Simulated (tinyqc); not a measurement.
What each parameter does: heterojunction of two tight-binding chains.

Left chain: hopping -t1, sites at 2 t1 (band bottom 0). Right chain: hopping -t2, sites at dE + 2 t2 (bottom dE). t = c/(m a^2), c = hbar^2/2m0. The bond across the interface is -tc with tc = f sqrt(t1 t2), and the last left site has the extra energy U. In a chain E = bottom + 2t (1 - cos(ka)); the surface Green function of a half chain is g = -exp(ika)/t, with Im k > 0 where cos(ka) > 1.

Constants: hbar^2/2m0 = 3.80998211 eV angstrom^2.

Parameters, chosen for this exercise (masses and offset of the size met at InGaAs / InP; shifted at random, so the results belong to these values and not to a real crystal): a = 5 angstrom (site spacing); m1 = 0.042 m0 (mass on the left); m2 = 0.079 m0 (mass on the right); dE = 0.29 eV (band offset); f = 1 (factor on the interface hopping); U = 0 eV (extra energy on the last left site); E = 0.51 eV (electron energy).

T = 4 Im(S1) Im(S2) |G|^2 with G = 1/(E - 2 t1 - U - S1 - S2), S1 = -t1 exp(i k1 a), S2 = -(tc^2/t2) exp(i k2 a).

Results for these values:

| case | T | k1 a | k2 a |
|---|---|---|---|
| base | 0.9971 | 0.3771 | 0.3393 |

What happens to each result for m1 = 0.0504 m0, all else kept?

Answer: T falls from 0.9971 to 0.9898; k1 a rises from 0.3771 to 0.4136; k2 a does not change at the printed digits.

The same for each parameter in turn:

| case | T | k1 a | k2 a |
|---|---|---|---|
| base | 0.9971 | 0.3771 | 0.3393 |
| m1 = 0.0504 m0 | 0.9898 | 0.4136 | 0.3393 |
| m2 = 0.0948 m0 | 1.0000 | 0.3771 | 0.3721 |
| dE = 0.24 eV | 1.0000 | 0.3771 | 0.3763 |
| f = 0.9 | 0.9142 | 0.3771 | 0.3393 |
| U = 0.2 eV | 0.9939 | 0.3771 | 0.3393 |
| a = 4 angstrom | 0.9972 | 0.3011 | 0.2710 |

tinyqc: `OMP_NUM_THREADS=1 python tinyqc.py 1482459 1482460 out.jsonl`; about 0.01 s, one thread, shared Intel(R) Xeon(R) Processor @ 2.30GHz.
